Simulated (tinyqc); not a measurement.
Finite-difference solution of the diffusion equation on a small grid: one step, computed by the program tinyqc.

dC/dt = D d2C/dx2 on nodes x_j = j dx, j = 0..11; the far end is sealed.

Problem. Amplification factors. The mode of M with eigenvalue mu has its amplitude multiplied per step by g = (1 + (1 - theta) r mu)/(1 - theta r mu), with theta = 0 explicit, 1 implicit, 1/2 Crank-Nicolson; the explicit scheme is stable for r up to 2/|mu_min|.

Boundary at x = 0: sealed surface. Scheme: Crank-Nicolson.

operator M:
```
,0,1,2,3,4,5,6,7,8,9,10,11
0,-2,2,0,0,0,0,0,0,0,0,0,0
1,1,-2,1,0,0,0,0,0,0,0,0,0
2,0,1,-2,1,0,0,0,0,0,0,0,0
3,0,0,1,-2,1,0,0,0,0,0,0,0
4,0,0,0,1,-2,1,0,0,0,0,0,0
5,0,0,0,0,1,-2,1,0,0,0,0,0
6,0,0,0,0,0,1,-2,1,0,0,0,0
7,0,0,0,0,0,0,1,-2,1,0,0,0
8,0,0,0,0,0,0,0,1,-2,1,0,0
9,0,0,0,0,0,0,0,0,1,-2,1,0
10,0,0,0,0,0,0,0,0,0,1,-2,1
11,0,0,0,0,0,0,0,0,0,0,2,-2
```

mesh ratio r = 0.4148

Give: eigenvalues mu of M; factors g; largest stable r of the explicit scheme.

Solution.

eigenvalues mu of M: [-4.000, -3.919, -3.683, -3.310, -2.831, -2.285, -1.715, -1.169, -0.690, -0.317, -0.081, 0.000]

factors g: [0.093, 0.103, 0.134, 0.186, 0.260, 0.357, 0.475, 0.610, 0.750, 0.876, 0.967, 1.000]

largest stable r of the explicit scheme = 0.5

The smallest factor is 0.093: no mode changes sign, and all decay but one with mu = 0 where there is such a mode.
